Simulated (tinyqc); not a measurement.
# Fermi-level pinning at a metal contact (Cowley-Sze model): effects of single changes

Interface states of density Ds lie behind a thin layer of thickness dl. Neglecting the depletion charge, the barrier for electrons is phi = S (pM - chi) + (1 - S) E0 with S = 1/(1 + q Ds dl/(eps0 ei)); the barrier for holes is Eg - phi.

Inputs (values chosen for the exercise); material values close to those of 4H silicon carbide:
- Eg = 3.27 eV (band gap)
- chi = 3.62 eV (electron affinity)
- Ds = 2e13 cm^-2 eV^-1 (density of interface states)
- E0 = 2.39 eV (depth of their neutrality level below the conduction edge)
- dl = 0.36 nm (thickness of the interface layer)
- ei = 3.4 (its relative permittivity)
- pM = 4.36 eV (metal work function)

Constants: q = 1.602176634e-19 C, eps0 = 8.8541878128e-14 F/cm where lengths are in cm. Results are converted to the units shown.

Each table varies one quantity; the others keep the values above.

## Barrier against work function

phi is listed beside the Schottky-Mott value pM - chi.

Barrier against work function:
```
pM (eV)	pM - chi (eV)	phi (eV)
3.4	-0.22000	0.50306
3.7	0.080000	0.71995
4	0.38000	0.93684
4.3	0.68000	1.1537
4.6	0.98000	1.3706
4.9	1.2800	1.5875
5.2	1.5800	1.8044
5.5	1.8800	2.0213
5.8	2.1800	2.2382
```

What does the table show?

phi rises with slope S = 0.723, by 1.74 eV over 2.40 eV of work function, and equals the Schottky-Mott value at pM = chi + E0 = 6.01 eV.

## Unpinning by a thin insulator

Same model as above.

An inserted insulator of thickness t and permittivity 5.1 damps the metal-induced states, Ds(t) = Ds exp(-t/0.38 nm), and adds t/5.1 to dl/ei.

Results:
```
t (nm)	Ds(t) (cm^-2 eV^-1)	S	phi (eV)
0	2.000e13	0.7230	1.197
0.3	9.082e12	0.7870	1.091
0.6	4.124e12	0.8570	0.9759
0.9	1.873e12	0.9127	0.8841
1.2	8.503e11	0.9501	0.8223
1.5	3.861e11	0.9728	0.7849
2.1	7.961e10	0.9926	0.7522
2.4	3.615e10	0.9962	0.7462
```

Estimate the missing row, t = 1.8 nm.

Computed row:
```
t (nm)	Ds(t) (cm^-2 eV^-1)	S	phi (eV)
1.8	1.753e11	0.9857	0.7637
```

With this row back in the table: S rises from 0.723 to 0.996, and phi falls from 1.20 to 0.746 eV, towards pM - chi = 0.740 eV. The insulator also adds a tunnelling resistance, which is not counted here and sets a best thickness.

Computed by the program tinyqc: `OMP_NUM_THREADS=1 python tinyqc.py 2430167 2430168 out.jsonl`, one thread of a shared Intel Xeon 2.30GHz, about 0.01 s for the whole run.
